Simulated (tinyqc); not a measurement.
Barrier height: exchange-split free-electron bands and tunnelling magnetoresistance.

Majority and minority bands E = c k^2/m -/+ Dx/2, c = hbar^2/2m0, so k_up = sqrt(m (EF + Dx/2)/c), k_dn = sqrt(m (EF - Dx/2)/c); n_s = k_s^3/(6 pi^2), D_s = m k_s/(4 pi^2 c).

Barrier: kappa = sqrt(mb phi/c), c = hbar^2/2m0. With a = k1/m, b = k2/m, w = kappa/mb, the transmission at normal incidence is T(k1, k2) = 4 a b w^2/[w^2 (a + b)^2 + (w^2 + a^2)(w^2 + b^2) sinh^2(kappa d)]. Parallel: G_P = T(up, up) + T(dn, dn); antiparallel: G_AP = 2 T(up, dn); TMR = (G_P - G_AP)/G_AP. Julliere: TMR = 2 P^2/(1 - P^2). Slonczewski factor: P_eff = P_k (w^2 - a_up a_dn)/(w^2 + a_up a_dn), P_k = (k_up - k_dn)/(k_up + k_dn).

Constants: hbar^2/2m0 = 3.80998211 eV angstrom^2.

Parameters, chosen for this exercise:

| symbol | value | unit | meaning |
|---|---|---|---|
| EF | 4.4 | eV | Fermi energy above the mean band bottom |
| Dx | 2.84 | eV | exchange splitting |
| m | 0.8 | m0 | mass in the electrodes |
| mb | 0.82 | m0 | mass in the barrier |
| d | 17.6 | angstrom | barrier thickness |

Results:

| phi (eV) | w (1/angstrom) | P_eff | TMR (%) | G_P |
|---|---|---|---|---|
| 0.20 | 0.253 | -0.1510 | 4.66 | 0.000961 |
| 0.40 | 0.358 | -0.1374 | 3.85 | 8.44e-05 |
| 0.70 | 0.473 | -0.1191 | 2.88 | 4.58e-06 |
| 1.0 | 0.566 | -0.1029 | 2.14 | 4.00e-07 |
| 1.5 | 0.693 | -0.0796 | 1.27 | 1.26e-08 |
| 2.0 | 0.800 | -0.0600 | 0.72 | 6.38e-10 |
| 3.0 | 0.980 | -0.0289 | 0.17 | 3.93e-12 |
| 4.0 | 1.132 | -0.0054 | 0.01 | 5.09e-14 |
| 6.0 | 1.386 | 0.0280 | 0.16 | 3.22e-17 |
| 10 | 1.789 | 0.0666 | 0.89 | 2.47e-22 |

What can be read from this table?

P_eff vanishes where w^2 = a_up a_dn, at phi = 4.27 eV, inside the table; the lowest TMR listed is 0.01 % at 4 eV. TMR is 4.7 % at the lowest barrier and 0.9 % at the highest, against 5.7 % for Julliere with P_k; P_eff tends to +P_k for very high barriers and to -P_k for very low ones. G_P falls by 18.6 decades.

(tinyqc, `OMP_NUM_THREADS=1 python tinyqc.py 1651735 1651736 out.jsonl`, Intel(R) Xeon(R) Processor @ 2.30GHz, 1 thread, shared host, about 0.01 s.)
